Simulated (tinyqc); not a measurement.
Surface potential of a MOS transistor: implicit equation and explicit approximations: two steps of the calculation.

p-type body, charge-sheet picture, depletion and inversion only, full ionisation (an idealisation for deep acceptors), Boltzmann statistics (rough once Na exp(x - xn) passes about Nc/7). In units of Vt: xg = (Vg - Vfb)/Vt, x = psi/Vt, G = gamma/sqrt(Vt), xn = (2 phiF + Vc)/Vt. The implicit equation is (xg - x)^2 = G^2 [x - 1 + exp(x - xn)] for x above about 3. Cox = eps0 eox/tox.

Inputs (values chosen for the exercise); band and dielectric values close to those of silicon:
- T = 250 K (temperature)
- Eg = 1.12 eV (band gap)
- eps_r = 11.9 (relative permittivity)
- Nc = 2.11e19 cm^-3 (conduction-band density of states at T)
- Nv = 1.99e19 cm^-3 (valence-band density of states at T)
- eox = 3.9 (relative permittivity of the gate insulator (close to silicon dioxide))
- tox = 14 nm (insulator thickness)
- Na = 7.2e17 cm^-3 (acceptor density)
- Vfb = -0.51 V (flat-band voltage)
- Vc = 0.2 V (channel-body voltage)
- Vg = 3.13 V (gate-body voltage)

Constants: q = 1.602176634e-19 C, kB = 1.380649e-23 J/K, Vt = kB T/q, eps0 = 8.8541878128e-14 F/cm where lengths are in cm. Results are converted to the units shown.

Task 1. Scales. ni = sqrt(Nc Nv) exp(-Eg/(2 Vt)), Eg in volts; phiF = Vt ln(Na/ni); gamma = sqrt(2 q eps0 eps_r Na)/Cox; VT = Vfb + Vt (xn + G sqrt(xn - 1)).

Find: phiF; gamma; G; xn; VT; xg.

Result 1.

phiF = 0.4879 V
gamma = 1.999 V^0.5
G = 13.62
xn = 54.57
VT = 2.813 V
xg = 169.0

Task 2. Potential, charges and gate control. psi = Vt x; N_dep = Cox Vt G sqrt(x - 1)/q; N_inv = (Cox Vt G/q) [sqrt(x - 1 + exp(x - xn)) - sqrt(x - 1)]; dpsi/dVg = 1/[1 + G^2 (1 + exp(x - xn))/(2 (xg - x))].

converged x = 57.020676
G = 13.618916
xn = 54.574855
xg = 168.96178

Give: psi; N_dep; N_inv; dpsi/dVg.

Result 2.

psi = 1.228 V
N_dep = 3.381e12 cm^-2
N_inv = 3.319e11 cm^-2
dpsi/dVg = 0.08781

psi lies 2.4 Vt above 2 phiF + Vc.

tinyqc, about 0.01 s, one thread, Intel Xeon 2.30GHz (shared host): `OMP_NUM_THREADS=1 python tinyqc.py 2122080 2122081 out.jsonl`
